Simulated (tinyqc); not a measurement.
Changing the length of each stressor S: stress in a transistor channel from embedded alloy regions, liners and fins, by half-space elasticity. Computed by tinyqc, a small Python program. Command: `OMP_NUM_THREADS=1 python tinyqc.py 3015077 3015078 out.jsonl stressor sweep`. One thread of a shared host (Intel(R) Xeon(R) Processor @ 2.30GHz), about 0.04 s of CPU time with the checks.

Plane strain in an isotropic half-space, the same constants everywhere; x along the channel from its centre, y downwards from the free surface; stress is positive in tension.

Inputs (values chosen for the exercise, modelled on silicon):
```
quantity                          value  unit
alloy fraction x                   0.35     -
lattice change per unit x, beta  0.0417     -
Young's modulus E                   171   GPa
Poisson ratio nu                   0.25     -
channel length L                     94    nm
recess depth d                       25    nm
depth of the field point y          3.8    nm
```

Stressor: Si(1-x)Ge(x) source and drain.

Method. Misfit e = beta x. A fully constrained inclusion holds the stress -p with p = E e/(1 - 2 nu); a blanket film would hold -E e/(1 - nu) in the plane. A line element dA of misfit at (a, c) in the half-space gives, with C = E e/(2 pi (1 - nu)), X = x - a, r1^2 = X^2 + (y - c)^2, r2^2 = X^2 + Y^2, Y = y + c: s_xx = -C dA {[X^2 - (y - c)^2]/r1^4 + 3 [X^2 - Y^2]/r2^4 + 4 y Y (Y^2 - 3 X^2)/r2^6}, s_yy = C dA {[X^2 - (y - c)^2]/r1^4 - [X^2 - Y^2]/r2^4 + 4 y Y (Y^2 - 3 X^2)/r2^6}. These are integrated over two rectangles, L/2 < |a| < L/2 + S, 0 < c < d (closed form in a, 200 Gauss-Legendre points in c).

One run for each value:
```
length of each stressor S (nm)  s_xx (MPa)  s_xx over the blanket-film stress
10                                  -284.5                            0.08550
18                                  -463.5                            0.13930
32                                  -704.2                            0.21162
56                                  -981.5                            0.29495
100                                -1269.5                            0.38149
180                                -1515.6                            0.45545
320                                -1691.3                            0.50826
560                                -1804.9                            0.54239
1000                               -1878.1                            0.56439
```

Over the rows, s_xx (MPa) falls from -285 to -1880 (exponent d ln y / d ln x 0.83 between the first rows and 0.069 between the last); s_xx over the blanket-film stress rises from 0.0855 to 0.564 (exponent d ln y / d ln x 0.83 between the first rows and 0.069 between the last). The stress approaches its limit slowly as S grows beyond d and L, since the far wall matters less and less.
